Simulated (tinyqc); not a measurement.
Delta-doped HEMT, charge control: effect of the barrier thickness from gate to channel.

A two-dimensional electron gas of density ns under a barrier. EF and the subbands are counted from the conduction-band edge of the channel at the interface. Two subbands of a triangular well with an infinite wall, parabolic band, no carriers in the barrier.

Fully depleted barrier with eb = ebr: Vp = q ND (d - ds)/(eps0 eb); donors per area ND; Voff = phiB - dEc - Vp. F = q (eta ns + Nb)/(eps0 ec) in eV/nm; E_k = a_k (C F^2/me)^(1/3), a_0 = 2.338107, a_1 = 4.087949, C = hbar^2/(2 m0); D = me m0 q/(pi hbar^2); ns = D Vt [ln(1 + exp((EF - E_0)/Vt)) + ln(1 + exp((EF - E_1)/Vt))], which gives EF = E_0 + Vt ln{2 s/[(1 + u) + sqrt((1 + u)^2 + 4 u s)]} with s = exp(ns/(D Vt)) - 1, u = exp((E_0 - E_1)/Vt). Charge control: ns + Nb = eps0 eb (Vg - Voff - EF)/(q d). Gate capacitance C = q dns/dVg = eps0 eb/(d + dd), dd = (eps0 eb/q) dEF/dns.

Parameters, values chosen for the exercise; material values close to those of AlGaAs on InGaAs:

| symbol | value | unit | meaning |
|---|---|---|---|
| T | 500 | K | temperature |
| ds | 2.4 | nm | undoped spacer next to the channel |
| me | 0.0574 | m0 | electron mass in the channel |
| ec | 13.4 |  | relative permittivity of the channel |
| ebr | 12.4 |  | relative permittivity of the barrier |
| phiB | 0.99 | eV | barrier height of the gate |
| dEc | 0.329 | eV | conduction-band offset |
| ND | 5.3e12 | cm^-2 | sheet density of the donor plane at ds from the channel |
| eta | 0.75 |  | share of ns that counts in the confining field |
| Nb | 0 | cm^-2 | depletion charge of the buffer |
| Vg | 0 | V | gate voltage |

Constants: q = 1.602176634e-19 C, kB = 1.380649e-23 J/K, hbar = 1.054571817e-34 J s, m0 = 9.1093837015e-31 kg, Vt = kB T/q, eps0 = 8.8541878128e-14 F/cm where lengths are in cm, hbar^2/(2 m0) = 0.0380998212 eV nm^2. Results are converted to the units shown.

Effect of the barrier thickness from gate to channel:
```
d (nm),Voff (V),ns (cm^-2),EF (eV),EF - E_0 (eV),second subband (%),dd (nm),C (uF/cm^2),EF/dEc
10,0.07320,1.194e11,-0.09062,-0.1138,40.35,37.04,0.2334,-0.2754
12,-0.08148,4.258e11,0.006922,-0.04711,29.88,14.96,0.4073,0.02104
15,-0.3135,9.798e11,0.09904,0.004860,20.80,9.265,0.4525,0.3010
18,-0.5455,1.471e12,0.1590,0.03551,16.60,7.657,0.4279,0.4834
22,-0.8549,1.996e12,0.2140,0.06262,13.92,6.780,0.3815,0.6504
26,-1.164,2.402e12,0.2528,0.08156,12.56,6.353,0.3394,0.7684
31,-1.551,2.792e12,0.2880,0.09874,11.63,6.055,0.2963,0.8755
37,-2.015,3.142e12,0.3184,0.1136,11.02,5.845,0.2563,0.9679
45,-2.634,3.482e12,0.3470,0.1277,10.59,5.679,0.2166,1.055
```

Read the table: what changes, and by how much?

As d goes from 10 to 45, ns rises from 1.19e11 to 3.48e12 cm^-2, EF rises from -0.0906 to 0.347 eV and C goes from 0.233 through a maximum of 0.452 (at d = 15 among the rows listed) to 0.217 uF/cm^2. Voff falls from 0.0732 to -2.63 V. EF exceeds the band offset for d = 45, where the model no longer holds. For d = 31, 37 EF is within a fifth of the offset, so the levels of an infinite wall are unreliable. The second subband holds over 20 % for d = 10, 12, 15, where the higher subbands left out would add electrons. For d = 18, 22, 26, 31, 37 the band minimum in the barrier comes within 3 Vt of EF or below it, so the barrier is no longer depleted and takes electrons that the model puts in the channel. EF exceeds 0.2 eV for d = 22, 26, 31, 37, 45, where non-parabolicity matters for so light a mass.

Program tinyqc, `OMP_NUM_THREADS=1 python tinyqc.py 2180084 2180085 out.jsonl`; Intel Xeon 2.30GHz, shared host, one thread, about 0.01 s.
